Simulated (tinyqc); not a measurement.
What moves the results: interband optics of a two-band s-p chain from momentum matrix elements. A value that a table varies takes the place of the one given here.

H(k) = [[Es - 2 ts cos ka, 2i V sin ka], [-2i V sin ka, Ep_ + 2 tp cos ka]] in the basis s, p; the lower band is full, with two electrons a cell. The velocity operator times hbar is W = dH/dk (eV angstrom); intra-atomic dipoles are left out.

With w(k) = |<c|W|v>|^2 and D(k) = Ec - Ev, on the mesh k_j = (j + 1/2)/N (2 pi/a): eps(E) = 1 + (8 pi e2/(a Ar)) mean_j (w/D^2) [1/(D - E - i eta) + 1/(D + E + i eta)], e2 = e^2/(4 pi eps0); light polarised along the chains, no local fields.

Constants: e^2/(4 pi eps0) = 14.39964547 eV angstrom; hbar^2/2m0 = 3.80998211 eV angstrom^2.

Values chosen for the exercise: a = 4.35 angstrom (period); Es = 3.77 eV (upper orbital (s)); Ep_ = -2.99 eV (lower orbital (p)); ts = 0.3 eV (s-s hopping); tp = 0.54 eV (p-p hopping); V = 0.57 eV (s-p hopping); Ar = 11.2 angstrom^2 (cross-section per chain); eta = 0.1 eV (Lorentzian half width); E = 6 eV (photon energy).

## Joint density of states against eps2

Mesh of 2000 points. J(E) = mean of (eta/pi)/((E - D)^2 + eta^2). The fourth column is J times the constant (8 pi^2 e2/(a Ar)) mean(w/D^2). R = |(sqrt(eps) - 1)/(sqrt(eps) + 1)|^2.

Spectrum:

| E (eV) | J (1/eV) | eps2 | eps2 with constant element | eps1 | R |
|---|---|---|---|---|---|
| 4.48 | 0.016 | 0.229 | 0.107 | 3.038 | 0.074 |
| 4.89 | 0.075 | 1.327 | 0.489 | 4.949 | 0.154 |
| 5.31 | 0.288 | 4.294 | 1.878 | -0.558 | 0.320 |
| 5.72 | 0.206 | 1.428 | 1.343 | -0.618 | 0.302 |
| 6.14 | 0.184 | 0.477 | 1.204 | 0.024 | 0.192 |
| 6.55 | 0.182 | 0.163 | 1.189 | 0.607 | 0.018 |
| 6.97 | 0.192 | 0.167 | 1.255 | 1.123 | 0.002 |
| 7.38 | 0.217 | 0.426 | 1.414 | 1.555 | 0.019 |
| 7.80 | 0.271 | 1.057 | 1.767 | 1.906 | 0.053 |
| 8.21 | 0.425 | 2.700 | 2.773 | 1.749 | 0.145 |
| 8.63 | 0.113 | 0.801 | 0.736 | -1.404 | 0.601 |
| 9.04 | 0.023 | 0.146 | 0.150 | -0.220 | 0.620 |

Transitions span 5.080 to 8.440 eV. Among the energies listed J peaks at 8.21 eV and eps2 at 5.31 eV. The ratio of eps2 to the constant-element value is 2.29 at 5.31 eV and 0.97 at 8.21 eV: w/D^2 is 0.953 angstrom^2 at the zone centre and 0.345 at the edge.

## Mesh against broadening

eps2 at E for three widths, and eps(0) at eta = 0; the last row is the mesh of 2000 points.

Convergence:

| N | eta = 0.03 eV | eta = 0.1 eV | eta = 0.3 eV | eps(0) |
|---|---|---|---|---|
| 4 | 0.578 | 1.577 | 1.848 | 1.4846 |
| 8 | 0.079 | 0.259 | 0.676 | 1.6726 |
| 16 | 0.208 | 0.543 | 0.884 | 1.6766 |
| 32 | 0.853 | 0.844 | 0.927 | 1.6766 |
| 64 | 0.434 | 0.686 | 0.923 | 1.6766 |
| 128 | 0.689 | 0.695 | 0.923 | 1.6766 |
| 2000 | 0.575 | 0.695 | 0.923 | 1.6766 |

The first N from which eps2 stays within 2 % of the last row is above 128 for eta = 0.03, 64 for 0.1 and 32 for 0.3 eV; for eps(0) and 0.1 % it is 16. E lies inside the range of transitions, so as a rule the spacing of D between mesh points must fall below eta (less so where the weight w is small at E).

## Static constant against the gap

Es takes the values listed; mesh of 400 points; the Penn-type estimate is 1 + 8 pi c e2 n_eff/(a Ar Dm^2) with Dm the f-weighted mean of D, f = w/(c D), n_eff = 2 mean(f), c = hbar^2/2m0.

Results:

| Es (eV) | smallest D (eV) | Dm (eV) | n_eff | eps(0) | estimate |
|---|---|---|---|---|---|
| 3.47 | 4.780 | 6.450 | 0.987 | 1.786 | 1.671 |
| 3.77 | 5.080 | 6.750 | 0.944 | 1.677 | 1.586 |
| 4.27 | 5.580 | 7.251 | 0.880 | 1.536 | 1.474 |
| 4.77 | 6.080 | 7.752 | 0.825 | 1.433 | 1.388 |
| 5.77 | 7.080 | 8.753 | 0.732 | 1.294 | 1.270 |
| 6.77 | 8.080 | 9.754 | 0.658 | 1.209 | 1.196 |
| 8.77 | 10.080 | 11.755 | 0.547 | 1.117 | 1.112 |

eps(0) - 1 falls from 0.786 to 0.117, as Dm^-3.17; a fixed n_eff would give the power -2, and n_eff goes from 0.987 to 0.547. The single-gap estimate is low by 14.6 % of eps(0) - 1 in the first row and 4.5 % in the last, since 1/D^2 favours the smallest separations. n_eff need not equal the 2 electrons of the cell: a two-orbital basis with chosen hoppings does not obey the free-electron sum rule.

## What moves the optical response

Mesh of 400 points; n_eff = 2 mean(w/(c D)), c = hbar^2/2m0. Each row changes one parameter from the base and keeps the others.

Results:

| case | smallest D (eV) | largest D (eV) | n_eff | eps(0) |
|---|---|---|---|---|
| base | 5.080 | 8.440 | 0.944 | 1.677 |
| a = 4.567 angstrom | 5.080 | 8.440 | 1.041 | 1.710 |
| Es = 4.07 eV | 5.380 | 8.740 | 0.905 | 1.587 |
| ts = 0.36 eV | 4.960 | 8.560 | 0.948 | 1.698 |
| V = 0.627 eV | 5.080 | 8.440 | 1.133 | 1.808 |
| Ar = 12.32 angstrom^2 | 5.080 | 8.440 | 0.944 | 1.615 |

The largest shifts from the base row, up to three for each result and ties (the steps differ in size, so this ranks the rows, not the parameters). smallest D (eV): Es +0.300, ts -0.120; unchanged at the printed digits by a, V and Ar. largest D (eV): Es +0.300, ts +0.120; unchanged at the printed digits by a, V and Ar. n_eff: V +0.189, a +0.097, Es -0.039; unchanged at the printed digits by Ar. eps(0): V +0.131, Es -0.089, Ar -0.062.

Run: tinyqc, `OMP_NUM_THREADS=1 python tinyqc.py 1652597 1652598 out.jsonl`; Intel(R) Xeon(R) Processor @ 2.30GHz, one thread, shared host; about 0.01 s of CPU time with all checks.
